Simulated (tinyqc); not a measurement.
Changing the channel mass m: charge control and current of a heterostructure field-effect transistor. Computed by tinyqc, a small Python program. Command: `OMP_NUM_THREADS=1 python tinyqc.py 3004787 3004788 out.jsonl hemt sweep`. One thread of a shared host (Intel(R) Xeon(R) Processor @ 2.30GHz), about 0.02 s of CPU time with the checks.

Two subbands in a triangular well; E_F is counted from the conduction band edge of the channel at the interface.

Inputs (values chosen for the exercise, modelled on AlGaAs/GaAs): permittivity eps (barrier and channel) = 12.6; barrier thickness d = 20 nm; Schottky barrier phi_B = 1.1 eV; conduction band offset dE_c = 0.14 eV; delta-doping density N_d = 5.7e+12 1/cm^2; gate voltage V_G = 0.49 V; temperature T = 300 K; mixing = 0.3; iteration cap = 200; spacer between delta layer and channel = 4.3 nm.

Charge source: delta doping. Velocity law: two-piece.

Constants: e = 1.602176634e-19 C; eps_0 = 8.8541878128e-12 F/m; k_B = 8.617333262e-05 eV/K; hbar = 1.054571817e-34 J s; m_0 = 9.1093837015e-31 kg; k_B = 1.380649e-23 J/K.

Method:
- Threshold V_T = phi_B - dE_c - e N_d (d - spacer)/(eps eps_0) (in volts); C_b = eps eps_0/d.
- Charge control: n_s = C_b (V_G - V_T - E_F/e)/e. Well: mean field F = e n_s/(2 eps eps_0), E_i = (hbar^2/2m)^(1/3) [(3 pi e F/2)(i + 3/4)]^(2/3), i = 0, 1; n_s = D k_B T sum_i ln(1 + exp((E_F - E_i)/k_B T)), D = m/(pi hbar^2), which is solved in closed form for E_F.
- Iteration from n_s = C_b (V_G - V_T)/(2e): E_F from n_s, n_out from the charge control, n_new = n_s + mixing (n_out - n_s), kept above n_s/10; stop when |n_out/n_s - 1| < 1e-9.
- C_g = e dn_s/dV_G = 1/(1/C_b + 1/C_q), 1/C_q = d(E_F/e)/d(e n_s) by a central difference of +/- 0.1 % in n_s; added distance dd = eps eps_0/C_q.

One run for each value; columns: (1) channel mass m (m_0); (2) gate capacitance C_g (microfarad/cm^2); (3) added distance dd (nm); (4) sheet density n_s (1/cm^2); (5) share in the second subband (%):
```
(1)        (2)     (3)         (4)     (5)
0.020  0.37066  10.099  1.7397e+12  22.832
0.032  0.40342   7.654  1.9284e+12  16.990
0.050  0.42993   5.949  2.0889e+12  12.787
0.079  0.45291   4.633  2.2334e+12  10.461
0.130  0.47237   3.618  2.3685e+12   9.786
0.200  0.48495   3.005  2.4696e+12  10.258
0.320  0.49532   2.524  2.5674e+12  11.547
0.500  0.50287   2.185  2.6511e+12  13.329
```

Describe and explain the trends.

Over the rows, gate capacitance C_g (microfarad/cm^2) rises from 0.371 to 0.503 (exponent d ln y / d ln x 0.18 between the first rows and 0.034 between the last); added distance dd (nm) falls from 10.1 to 2.19 (exponent d ln y / d ln x -0.59 between the first rows and -0.32 between the last); sheet density n_s (1/cm^2) rises from 1.74e12 to 2.65e12 (exponent d ln y / d ln x 0.22 between the first rows and 0.072 between the last). A light mass lowers the density of states and raises E_0, so more of the gate voltage goes into E_F.

Caution (all rows): E_F lies above the conduction band minimum of the barrier, so electrons would spill into the barrier.

Extremes, crossings and ranges named in words are read from the listed rows.
